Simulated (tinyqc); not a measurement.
# Schottky barrier on an n-type semiconductor, non-linear Poisson equation by Newton steps: effects of single changes

One dimension, metal at x = 0, donor density C(x) = Nd, uniform. Energies are counted from the electron Fermi level of the semiconductor and the conduction-band edge is Ec = -psi, so n = Nc exp(psi/Vt); holes follow the Fermi level of the metal, at -V, so p = Nv exp((V - psi - Eg)/Vt). Ends: psi(0) = V - phiB and psi = Vt ln(Nd/Nc) deep inside. Boltzmann statistics, full ionisation, no current, no image force in the Poisson equation.

Inputs (values chosen for the exercise); band and dielectric values close to those of 4H silicon carbide:
```
symbol    value   unit                                      meaning
T           250      K                                  temperature
Eg         3.27     eV                                     band gap
eps_r      9.65                               relative permittivity
Nc      1.32e19  cm^-3       conduction-band density of states at T
Nv       1.9e19  cm^-3          valence-band density of states at T
Nd       7.8e17  cm^-3      donor density deep in the semiconductor
phiB       1.23     eV                               barrier height
V            -5      V  bias of the metal against the semiconductor
```

Constants: q = 1.602176634e-19 C, kB = 1.380649e-23 J/K, Vt = kB T/q, eps0 = 8.8541878128e-14 F/cm where lengths are in cm. Results are converted to the units shown.

Each table varies one quantity; the others keep the values above.

## Capacitance-voltage profiling

The Poisson equation d/dx(eps0 eps_r dpsi/dx) = -q (p - n + C) is solved on a mesh of about 1000 nodes or more that ends in neutral material. C_s = q d/dV of the integral of n over x, from the linearised equation. Probed depth w = eps0 eps_r/C_s; apparent doping N_app = C_s^3/(q eps0 eps_r dC_s/dV), the derivative by central differences over +/- 0.02 V.

The same in every row: true C(w) (cm^-3) = 7.800e17.

Capacitance-voltage profiling:
```
V (V)	C_s (nF/cm^2)	w (nm)	N_app (cm^-3)	|E_0| (kV/cm)
0	215.7	39.61	7.799e17	579.4
-0.33	190.1	44.95	7.799e17	657.4
-0.67	171.4	49.85	7.799e17	729.2
-1	157.7	54.19	7.800e17	792.6
-1.33	146.8	58.20	7.800e17	851.3
-1.67	137.7	62.07	7.800e17	907.8
-2	130.2	65.60	7.800e17	959.5
-2.33	123.9	68.96	7.800e17	1009
-2.67	118.3	72.25	7.800e17	1057
-3	113.5	75.31	7.800e17	1101
```

What does the comparison show?

C_s falls from 216 to 113 nF/cm^2 while the probed depth goes from 39.6 to 75.3 nm. The apparent doping stays near 7.80e17 cm^-3. It departs most from the true doping at that depth for V = 0 V, where it is 0.019 % below it; so the doping is read well over the depths probed, the small gap being the error of the finite difference in V.

## Effect of the donor density deep in the semiconductor

First integral for uniform doping: E_0^2 = (2 q/(eps0 eps_r)) [Nd (U - Vt + Vt exp(-U/Vt)) + Vt p_0], U = Vbi - V, Vbi = phiB - Vt ln(Nc/Nd), p_0 = Nv exp((phiB - Eg)/Vt) (deep holes neglected). Image-force lowering dphi = sqrt(q E_0/(4 pi eps0 eps_r)), at x_m = sqrt(q/(16 pi eps0 eps_r E_0)). W = sqrt(2 eps0 eps_r U/(q Nd)).

Result of one run:
```
Nd (cm^-3)	Vbi (V)	W (nm)	E_0 (kV/cm)	dphi (mV)	exp(dphi/Vt)	p_0/Nd
2.6e18	1.1950	50.412	2453.5	191.34	7198.2	5.4852e-41
```

What becomes of these results when the donor density deep in the semiconductor Nd is changed from 2.6e18 to 2.9e16 cm^-3, all else the same?

Result of the changed run:
```
Nd (cm^-3)	Vbi (V)	W (nm)	E_0 (kV/cm)	dphi (mV)	exp(dphi/Vt)	p_0/Nd
2.9e16	1.0981	473.58	257.08	61.936	17.725	4.9177e-39
```

The whole series:
```
Nd (cm^-3)	Vbi (V)	W (nm)	E_0 (kV/cm)	dphi (mV)	exp(dphi/Vt)	p_0/Nd
1e15	1.0256	2535.1	47.452	26.610	3.4390	1.4261e-37
3.1e15	1.0500	1442.8	83.717	35.344	5.1583	4.6005e-38
9.5e15	1.0741	825.80	146.85	46.811	8.7833	1.5012e-38
2.9e16	1.0981	473.58	257.08	61.936	17.725	4.9177e-39
9e16	1.1225	269.37	453.79	82.288	45.589	1.5846e-39
2.8e17	1.1470	153.02	802.01	109.40	160.45	5.0934e-40
8.6e17	1.1712	87.485	1408.3	144.97	836.33	1.6583e-40
2.6e18	1.1950	50.412	2453.5	191.34	7198.2	5.4852e-41
```

As Nd goes from 1e15 to 2.6e18, the surface field rises from 47.5 to 2450 kV/cm, the lowering rises from 26.6 to 191 mV and W falls from 2540 to 50.4 nm. Over the table the lowering goes as Nd^(0.25); the depletion formulas give 1/4 at fixed Vbi. For Nd = 2.8e17, 8.6e17, 2.6e18 the field exceeds 600 kV/cm, where tunnelling through the top of the barrier adds to any current.

Program tinyqc, `OMP_NUM_THREADS=1 python tinyqc.py 2020127 2020128 out.jsonl`; Intel Xeon 2.30GHz, shared host, one thread, about 0.07 s.
